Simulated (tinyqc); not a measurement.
From results back to parameters: quantum-confined Stark effect in a modulator well. Three cases, with inputs chosen for the exercise.

Problem. The shift of E_e + E_h was computed from a hidden field.

Envelopes on cells of 0.5 angstrom over the well |z| < L/2 and 45 angstrom of barrier on each side, psi = 0 beyond, psi'/m continuous (mean mass between points), c = hbar^2/2m0. The electron sees + e F z and the hole - e F z, each with its offset in the barriers; 1 kV/cm = 1e-5 eV/angstrom. Light holes, band mixing and escape by tunnelling are left out.

Constants: hbar^2/2m0 = 3.80998211 eV angstrom^2.

Find: F; local exponent d ln(shift)/d ln F.

Method. The shift grows steadily in size with F, so bisection finds one value; its slope is -e times the separation of the carriers.

Case 1.

Values chosen (near those of a Ge well in SiGe, direct gap; not measured data): L = 116 angstrom (well width); Vc = 0.356 eV (conduction offset); Vv = 0.106 eV (heavy-hole offset); me = 0.0422 m0 (electron, well); meb = 0.0542 m0 (electron, barrier); mh = 0.205 m0 (heavy hole along z, well); mhb = 0.225 m0 (heavy hole, barrier).

shift = -13.604 meV

Solution.

F = 68.0 kV/cm
local exponent d ln(shift)/d ln F = 1.81

Case 2.

Values chosen (near those of an InGaAsP well in InP; not measured data): L = 118 angstrom (well width); Vc = 0.203 eV (conduction offset); Vv = 0.274 eV (heavy-hole offset); me = 0.0494 m0 (electron, well); meb = 0.0812 m0 (electron, barrier); mh = 0.374 m0 (heavy hole along z, well); mhb = 0.502 m0 (heavy hole, barrier).

shift = -42.735 meV

Solution.

F = 120.0 kV/cm
local exponent d ln(shift)/d ln F = 1.61

Case 3.

Values chosen (near those of an InGaAsP well in InP; not measured data): L = 120 angstrom (well width); Vc = 0.205 eV (conduction offset); Vv = 0.307 eV (heavy-hole offset); me = 0.0502 m0 (electron, well); meb = 0.0768 m0 (electron, barrier); mh = 0.361 m0 (heavy hole along z, well); mhb = 0.51 m0 (heavy hole, barrier).

shift = -17.735 meV

Solution.

F = 70.0 kV/cm
local exponent d ln(shift)/d ln F = 1.72

Computed by tinyqc, one run a case: `OMP_NUM_THREADS=1 python tinyqc.py N N+1 out.jsonl` with N = 1250370, 1250371, 1250384; one thread of a shared Intel(R) Xeon(R) Processor @ 2.30GHz, about 0.2 s a run at most.
